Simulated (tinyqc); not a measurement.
Inputs raised by 10 %, one at a time: strain-driven roughening and islands of a mismatched epitaxial film. Computed by tinyqc, a small Python program. Command: `OMP_NUM_THREADS=1 python tinyqc.py 3002977 3002978 out.jsonl island sens`. One thread of a shared host (Intel(R) Xeon(R) Processor @ 2.30GHz), about 0.01 s of CPU time with the checks.

Film and substrate share isotropic elastic constants; the film is coherent and biaxially strained.

Inputs (values chosen for the exercise, modelled on In(0.5)Ga(0.5)As on GaAs): misfit |f| = 0.0357; shear modulus G = 37.9 GPa; Poisson ratio nu = 0.3; surface energy gamma = 0.815 J/m^2; contact angle of the shallow shape theta_1 = 9.17 degrees; contact angle of the steep shape theta_2 = 23.2 degrees; facet energy of shape 1 over gamma = 1.001; facet energy of shape 2 over gamma = 1.014; surface mobility D_s nu_s Omega^2/(k_B T) = 2.6e-34 m^6/(J s).

Transport: surface diffusion.

Constants: e = 1.602176634e-19 C.

Method:
- M = 2 G (1 + nu)/(1 - nu); stress = M f; energy density w = M f^2.
- A ripple A cos(k x) has the surface chemical potential per volume [gamma k^2 - 2 (1 + nu) w k] A cos(k x), so k_c = 2 (1 + nu) w/gamma. With surface diffusion the amplitude grows at the rate q = B k^2 [2 (1 + nu) w k - gamma k^2], fastest at k_m = (3/4) k_c. B is the surface mobility.
- Shallow faceted island (Tersoff form): E = 4 Gam V^(2/3) tan^(1/3)(theta) - 6 c V tan(theta), Gam = gamma [x/sin(theta) - 1/tan(theta)], x the facet energy over gamma, c = stress^2 (1 - nu)/(2 pi G).
- The barrier is the maximum of E, at V_c = [4 Gam/(9 c)]^3 / tan^2(theta) (1 GPa nm = 1 J/m^2).

Runs; columns: (1) input moved; (2) from; (3) to; (4) fastest wavelength (nm); (5) growth time 1/q at k_m (s); (6) critical volume, shape 1 (nm^3); (7) barrier, shape 2 (eV):
```
(1)                                                        (2)       (3)    (4)     (5)    (6)    (7)
base run                                                     -         -  14.64  0.4169  2.882   5.26
misfit |f|                                              0.0357   0.03927  12.10  0.1945  1.627   3.59
shear modulus G (GPa)                                     37.9     41.69  13.31  0.2848  2.165   4.35
Poisson ratio nu                                           0.3      0.33  13.38  0.2916  2.203   4.40
contact angle of the shallow shape theta_1 (degrees)      9.17    10.087  14.64  0.4169  3.045   5.26
contact angle of the steep shape theta_2 (degrees)        23.2     25.52  14.64  0.4169  2.882   5.87
surface mobility D_s nu_s Omega^2/(k_B T) (m^6/(J s))  2.6e-34  2.86e-34  14.64  0.3790  2.882   5.26
facet energy of shape 2 over gamma                       1.014    1.1154  14.64  0.4169  2.882  46.58
```

Exponents ln(y'/y) / ln(x'/x):
```
input                                       fastest wavelength  growth time 1/q at k_m  critical volume, shape 1  barrier, shape 2
misfit |f|                                              -2.000                  -8.000                    -6.000            -4.000
shear modulus G                                         -1.000                  -4.000                    -3.000            -2.000
Poisson ratio nu                                        -0.938                  -3.753                    -2.815            -1.877
contact angle of the shallow shape theta_1               0.000                   0.000                     0.578             0.000
contact angle of the steep shape theta_2                 0.000                   0.000                     0.000             1.155
surface mobility D_s nu_s Omega^2/(k_B T)                0.000                  -1.000                     0.000             0.000
facet energy of shape 2 over gamma                       0.000                   0.000                     0.000            22.884
```

Which inputs matter most for each result?

Among the inputs moved here: fastest wavelength answers most in size to misfit |f| (exponent -2.000), next to shear modulus G (-1.000); its exponent is below 0.0005 for contact angle of the shallow shape theta_1, contact angle of the steep shape theta_2, surface mobility D_s nu_s Omega^2/(k_B T), facet energy of shape 2 over gamma. Its exponent -2.000 in misfit |f|: gamma over the strain energy density. Growth time 1/q at k_m answers most in size to misfit |f| (exponent -8.000), next to shear modulus G (-4.000); its exponent is below 0.0005 for contact angle of the shallow shape theta_1, contact angle of the steep shape theta_2, facet energy of shape 2 over gamma. Its exponent -8.000 in misfit |f|: the rate goes as gamma k_c^4. Critical volume, shape 1 answers most in size to misfit |f| (exponent -6.000), next to shear modulus G (-3.000); its exponent is below 0.0005 for contact angle of the steep shape theta_2, surface mobility D_s nu_s Omega^2/(k_B T), facet energy of shape 2 over gamma. Its exponent -6.000 in misfit |f|: (Gam/c)^3. barrier, shape 2 answers most in size to facet energy of shape 2 over gamma (exponent +22.884), next to misfit |f| (-4.000); its exponent is below 0.0005 for contact angle of the shallow shape theta_1, surface mobility D_s nu_s Omega^2/(k_B T).

Caution (all rows): a critical island of a few cubic nanometres holds a few hundred atoms at most, and edge energies, left out here, matter.
